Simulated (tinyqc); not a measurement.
A particle near a wafer in liquid: double-layer and van der Waals forces (DLVO), deposition barrier and removal: one step, computed by the program tinyqc. Command: `OMP_NUM_THREADS=1 python tinyqc.py 3113566 3113567 out.jsonl dlvo walk`. One thread of a shared host (Intel(R) Xeon(R) Processor @ 2.30GHz), about 0.01 s of CPU time with the checks.

Sphere and flat wall, Derjaguin approximation, constant potentials in the linear-superposition form, no retardation and no hydration force.

Task: Screening. kappa^2 = 2 z^2 e^2 N_A (1000 c)/(eps eps_0 k_B T); gamma_i = tanh(z e psi_i/(4 k_B T)); Z = 64 pi eps eps_0 (k_B T/(z e))^2 gamma_1 gamma_2.

Inputs (values chosen for the exercise, of the order of those for alumina on silica in water): particle radius R = 27 nm; potential of the particle psi_1 = -28 mV; potential of the wafer psi_2 = -11 mV; salt concentration c = 0.0085 mol/L; valence z of the symmetric salt = 2; temperature T = 298 K; dielectric constant of the liquid = 78.4.

Constants: e = 1.602176634e-19 C; N_A = 6.02214076e+23 1/mol; eps_0 = 8.8541878128e-12 F/m; k_B = 1.380649e-23 J/K; k_B = 8.617333262e-05 eV/K.

Give: kappa; Debye length; gamma_1; gamma_2; Z; kappa R.

Result:

kappa = 0.60668 1/nm

Debye length = 1.6483 nm

gamma_1 = -0.49690

gamma_2 = -0.21096

Z = 2.4120 pN

kappa R = 16.380

Like signs: the double layers repel.
